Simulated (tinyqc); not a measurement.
# ESD clamp with bipolar snapback, compact model and design window: effect of the substrate resistance

The drain junction multiplies the current that enters it: Igen = (M - 1)(Ic + I0), M = 1/(1 - (Vj/BV)^n). The generated holes leave through the substrate resistance and the base of the parasitic npn: Igen = Vb/Rb + Ic/be, Ic = Is exp(Vb/Vt). Terminal current I = Ic + I0 + Igen and voltage V = Vj + I Ro, per width. Isothermal, constant gain.

For given Vb: Ic, Igen, M = 1 + Igen/(Ic + I0), Vj = BV (1 - 1/M)^(1/n), I and V. Vt1 is the maximum of V along the curve, Vh the following minimum, Vt2 the voltage at I = It2. It1 and Ih are the currents at Vt1 and Vh.

Parameters, values chosen for the exercise; values close to those of grounded-gate n-channel clamps: temperature T = 300 K; junction breakdown voltage BV = 9.2 V; exponent of the multiplication n = 3.5; current gain of the parasitic npn be = 10.4; saturation current Is = 3.7e-17 A/um; junction leakage I0 = 2.2e-12 A/um; drain ballast and contact resistance Ro = 290 ohm um; failure current for 100 ns It2 = 10.2 mA/um.

Constants: q = 1.602176634e-19 C, kB = 1.380649e-23 J/K, Vt = kB T/q. Results are converted to the units shown.

Results:

| Rb (ohm um) | Vt1 (V) | It1 (uA/um) | Vh (V) | Ih (uA/um) | Vt2 (V) | Vt2 - Vt1 (V) |
|---|---|---|---|---|---|---|
| 1000 | 9.378 | 642.2 | 7.531 | 4078 | 8.448 | -0.9294 |
| 2200 | 9.275 | 271.3 | 6.690 | 3076 | 8.008 | -1.267 |
| 10000 | 9.214 | 51.35 | 5.642 | 1656 | 7.659 | -1.555 |
| 22000 | 9.206 | 21.38 | 5.312 | 1163 | 7.599 | -1.606 |
| 46000 | 9.203 | 9.347 | 5.094 | 824.6 | 7.573 | -1.630 |
| 1e5 | 9.201 | 3.873 | 4.934 | 568.5 | 7.559 | -1.642 |

Estimate the missing row, Rb = 4600 ohm um.

Computed row:

| Rb (ohm um) | Vt1 (V) | It1 (uA/um) | Vh (V) | Ih (uA/um) | Vt2 (V) | Vt2 - Vt1 (V) |
|---|---|---|---|---|---|---|
| 4600 | 9.233 | 120.9 | 6.099 | 2301 | 7.782 | -1.452 |

With this row back in the table: As Rb goes from 1000 to 1e5 ohm um, Vt1 falls from 9.38 to 9.20 V, It1 falls from 642 to 3.87 uA/um, Vh falls from 7.53 to 4.93 V and Vt2 falls from 8.45 to 7.56 V. Vt2 exceeds Vt1, the condition for all fingers to turn on, in 0 of the 7 rows. It1 goes as Rb^(-1.11); the product It1 Rb, close to the base voltage at the trigger, goes from 0.642 to 0.387 V.

Program tinyqc, `OMP_NUM_THREADS=1 python tinyqc.py 2670152 2670153 out.jsonl`; Intel Xeon 2.30GHz, shared host, one thread, about 0.02 s.
